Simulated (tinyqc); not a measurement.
Inside a calculation. Method: empirical pseudopotential in a few plane waves. One step of it, computed by the program tinyqc.

Task: Bloch Hamiltonian at k. Basis: the 15 shortest G (labels in 2 pi/a), the same at every k. H(G,G') = c |k + G|^2 delta + VS(|G-G'|^2) cos((G-G').tau) + i VA sin((G-G').tau), tau = a/8 (1,1,1); 1 Ry = 13.605693 eV.

Parameters chosen for this model: fcc lattice, atoms at +/- a/8 (1,1,1); form factors in rydberg at |G|^2 in units of (2 pi/a)^2:
```
parameter                 value      unit
a                      6.000000  angstrom
VS(3)                 -0.246000        Ry
VS(8)                  0.023000        Ry
VS(11)                 0.050000        Ry
VA(3)                  0.069000        Ry
VA(4)                  0.070000        Ry
VA(11)                 0.000000        Ry
hbar^2/2m (2 pi/a)^2   4.178113        eV
```

k point k (2 pi / a): [0.220000, -0.560000, -0.170000]

Give: H(k) at k.

Result:

H(k) at k (eV):
```
                 +0+0+0           -1-1-1           -1-1+1           -1+1-1
+0+0+0           1.6332   2.3667+0.6638i  -2.3667+0.6638i  -2.3667+0.6638i
-1-1-1   2.3667-0.6638i          18.4292   0.0000-0.9524i   0.0000-0.9524i
-1-1+1  -2.3667-0.6638i   0.0000+0.9524i          15.5881           0.3129
-1+1-1  -2.3667-0.6638i   0.0000+0.9524i           0.3129           9.0703
-1+1+1  -2.3667+0.6638i          -0.3129   0.0000+0.9524i   0.0000+0.9524i
+1-1-1  -2.3667-0.6638i   0.0000+0.9524i           0.3129           0.3129
+1-1+1  -2.3667+0.6638i          -0.3129   0.0000+0.9524i           0.0000
+1+1-1  -2.3667+0.6638i          -0.3129           0.0000   0.0000+0.9524i
+1+1+1   2.3667+0.6638i           0.0000          -0.3129          -0.3129
-2+0+0   0.0000-0.9524i  -2.3667+0.6638i  -2.3667-0.6638i  -2.3667-0.6638i
+0-2+0   0.0000-0.9524i  -2.3667+0.6638i  -2.3667-0.6638i           0.4810
+0+0-2   0.0000-0.9524i  -2.3667+0.6638i           0.4810  -2.3667-0.6638i
+0+0+2   0.0000+0.9524i          -0.4810   2.3667+0.6638i          -0.4810
+0+2+0   0.0000+0.9524i          -0.4810          -0.4810   2.3667+0.6638i
+2+0+0   0.0000+0.9524i          -0.4810          -0.4810          -0.4810

                 -1+1+1           +1-1-1           +1-1+1           +1+1-1
+0+0+0  -2.3667-0.6638i  -2.3667+0.6638i  -2.3667-0.6638i  -2.3667-0.6638i
-1-1-1          -0.3129   0.0000-0.9524i          -0.3129          -0.3129
-1-1+1   0.0000-0.9524i           0.3129   0.0000-0.9524i           0.0000
-1+1-1   0.0000-0.9524i           0.3129           0.0000   0.0000-0.9524i
-1+1+1           6.2291           0.0000           0.3129           0.3129
+1-1-1           0.0000          22.1060   0.0000-0.9524i   0.0000-0.9524i
+1-1+1           0.3129   0.0000+0.9524i          19.2649           0.3129
+1+1-1           0.3129   0.0000+0.9524i           0.3129          12.7470
+1+1+1   0.0000+0.9524i          -0.3129   0.0000+0.9524i   0.0000+0.9524i
-2+0+0   2.3667-0.6638i           0.4810          -0.4810          -0.4810
+0-2+0          -0.4810  -2.3667-0.6638i   2.3667-0.6638i          -0.4810
+0+0-2          -0.4810  -2.3667-0.6638i          -0.4810   2.3667-0.6638i
+0+0+2  -2.3667+0.6638i          -0.4810  -2.3667+0.6638i           0.4810
+0+2+0  -2.3667+0.6638i          -0.4810           0.4810  -2.3667+0.6638i
+2+0+0           0.4810   2.3667+0.6638i  -2.3667+0.6638i  -2.3667+0.6638i

                 +1+1+1           -2+0+0           +0-2+0           +0+0-2
+0+0+0   2.3667-0.6638i   0.0000+0.9524i   0.0000+0.9524i   0.0000+0.9524i
-1-1-1           0.0000  -2.3667-0.6638i  -2.3667-0.6638i  -2.3667-0.6638i
-1-1+1          -0.3129  -2.3667+0.6638i  -2.3667+0.6638i           0.4810
-1+1-1          -0.3129  -2.3667+0.6638i           0.4810  -2.3667+0.6638i
-1+1+1   0.0000-0.9524i   2.3667+0.6638i          -0.4810          -0.4810
+1-1-1          -0.3129           0.4810  -2.3667+0.6638i  -2.3667+0.6638i
+1-1+1   0.0000-0.9524i          -0.4810   2.3667+0.6638i          -0.4810
+1+1-1   0.0000-0.9524i          -0.4810          -0.4810   2.3667+0.6638i
+1+1+1           9.9059          -0.4810          -0.4810          -0.4810
-2+0+0          -0.4810          14.6689           0.3129           0.3129
+0-2+0          -0.4810           0.3129          27.7046           0.3129
+0+0-2          -0.4810           0.3129           0.3129          21.1868
+0+0+2  -2.3667-0.6638i          -0.3129          -0.3129           0.0000
+0+2+0  -2.3667-0.6638i          -0.3129           0.0000          -0.3129
+2+0+0  -2.3667-0.6638i           0.0000          -0.3129          -0.3129

                 +0+0+2           +0+2+0           +2+0+0
+0+0+0   0.0000-0.9524i   0.0000-0.9524i   0.0000-0.9524i
-1-1-1          -0.4810          -0.4810          -0.4810
-1-1+1   2.3667-0.6638i          -0.4810          -0.4810
-1+1-1          -0.4810   2.3667-0.6638i          -0.4810
-1+1+1  -2.3667-0.6638i  -2.3667-0.6638i           0.4810
+1-1-1          -0.4810          -0.4810   2.3667-0.6638i
+1-1+1  -2.3667-0.6638i           0.4810  -2.3667-0.6638i
+1+1-1           0.4810  -2.3667-0.6638i  -2.3667-0.6638i
+1+1+1  -2.3667+0.6638i  -2.3667+0.6638i  -2.3667+0.6638i
-2+0+0          -0.3129          -0.3129           0.0000
+0-2+0          -0.3129           0.0000          -0.3129
+0+0-2           0.0000          -0.3129          -0.3129
+0+0+2          15.5046           0.3129           0.3129
+0+2+0           0.3129           8.9867           0.3129
+2+0+0           0.3129           0.3129          22.0224
```
